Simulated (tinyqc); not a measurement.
# Undoped gate-all-around wire MOSFET, analytic charge model: effects of single changes

An undoped round wire of radius R under an insulator shell and a surrounding gate; long channel, electrons only, n = ni exp((psi - V)/Vt) with V the quasi-Fermi potential (0 at the source, Vd at the drain), constant mobility, no quantisation. The radial Poisson equation gives n(r) = n(0)/(1 - (1 - b) r^2/R^2)^2 with b = Q0/(Q + Q0). Q is the electron charge per area of the wire surface.

Values chosen for this exercise; material values close to those of silicon:
```
symbol    value        unit                                             meaning
T           350           K                                         temperature
Eg         1.13          eV                                            band gap
eps_r      11.8                      relative permittivity of the semiconductor
Nc      3.47e19       cm^-3              conduction-band density of states at T
Nv       3.4e19       cm^-3                 valence-band density of states at T
eox        25.4                     relative permittivity of the gate insulator
tox         4.3          nm                                 insulator thickness
R             3          nm                                         wire radius
dphi      -0.05           V  gate work function less that of the intrinsic body
mu          280  cm^2/(V s)                                    channel mobility
L           0.2          um                                         gate length
Vd          0.1           V                                       drain voltage
```

Constants: q = 1.602176634e-19 C, kB = 1.380649e-23 J/K, Vt = kB T/q, eps0 = 8.8541878128e-14 F/cm where lengths are in cm. Results are converted to the units shown.

Each table varies one quantity; the others keep the values above.

## Effect of the insulator thickness

ni = sqrt(Nc Nv) exp(-Eg/(2 Vt)), Eg in volts; Cox = eps0 eox/(R ln(1 + tox/R)); Q0 = 4 eps0 eps_r Vt/R; V0 = dphi + Vt ln[8 eps0 eps_r Vt/(q ni R^2)]. Q solves Vg - V0 - V = Q/Cox + Vt ln(Q/Q0) + Vt ln(1 + Q/Q0). I = mu (2 pi R/L)[2 Vt (Qs - Qd) + (Qs^2 - Qd^2)/(2 Cox) + Vt Q0 ln((Qd + Q0)/(Qs + Q0))], with Qs at V = 0 and Qd at V = Vd.  I(low) is taken at Vg = 0.24 V, Qs and I(high) at Vg = 0.99 V.

The same in every row: V0 (V) = 0.4946.

Effect of the insulator thickness:

| tox (nm) | I(low) (nA) | Qs(high) (nC/cm^2) | I(high) (uA) |
|---|---|---|---|
| 1.4 | 0.06944 | 6437 | 14.82 |
| 2.1 | 0.06944 | 4874 | 11.29 |
| 3 | 0.06943 | 3875 | 9.009 |
| 4.3 | 0.06943 | 3124 | 7.289 |
| 6.2 | 0.06943 | 2555 | 5.980 |
| 8.9 | 0.06942 | 2132 | 5.004 |
| 13 | 0.06942 | 1797 | 4.228 |

Read the table: what changes, and by how much?

As tox goes from 1.4 to 13 nm, I(low) stays near 0.0694 nA and I(high) falls from 14.8 to 4.23 uA. On average I(low) is independent of tox and I(high) goes as tox^(-0.56). Below threshold no voltage drops over the insulator in this long-channel model, so its thickness does not matter there. In every row the surface density at the source at the higher gate voltage passes 0.3 Nc, where Boltzmann statistics fail. In every row the body is thin enough for quantum confinement, left out here, to raise the threshold.

## Effect of the wire radius

Same model as above.

Results:

| R (nm) | V0 (V) | I(low) (nA) | Qs(high) (nC/cm^2) | I(high) (uA) |
|---|---|---|---|---|
| 1 | 0.5609 | 0.007717 | 4630 | 3.566 |
| 2 | 0.5191 | 0.03086 | 3546 | 5.499 |
| 2.7 | 0.5010 | 0.05624 | 3221 | 6.760 |
| 3.8 | 0.4804 | 0.1114 | 2932 | 8.679 |
| 5.4 | 0.4592 | 0.2249 | 2706 | 11.40 |
| 7.5 | 0.4394 | 0.4335 | 2546 | 14.92 |

Estimate the missing row, R = 1.4 nm.

Computed row:

| R (nm) | V0 (V) | I(low) (nA) | Qs(high) (nC/cm^2) | I(high) (uA) |
|---|---|---|---|---|
| 1.4 | 0.5406 | 0.01512 | 4037 | 4.368 |

With this row back in the table: As R goes from 1 to 7.5 nm, I(low) rises from 0.00772 to 0.434 nA and I(high) rises from 3.57 to 14.9 uA. On average I(low) goes as R^(2.00) and I(high) goes as R^(0.71). Below threshold the charge is proportional to the cross-section of the body; above it the insulator sets the charge. In every row the surface density at the source at the higher gate voltage passes 0.3 Nc, where Boltzmann statistics fail. For R = 1 to 5.4 nm the body is thin enough for quantum confinement, left out here, to raise the threshold.

Program tinyqc, `OMP_NUM_THREADS=1 python tinyqc.py 2460102 2460103 out.jsonl`; Intel Xeon 2.30GHz, shared host, one thread, about 0.03 s.
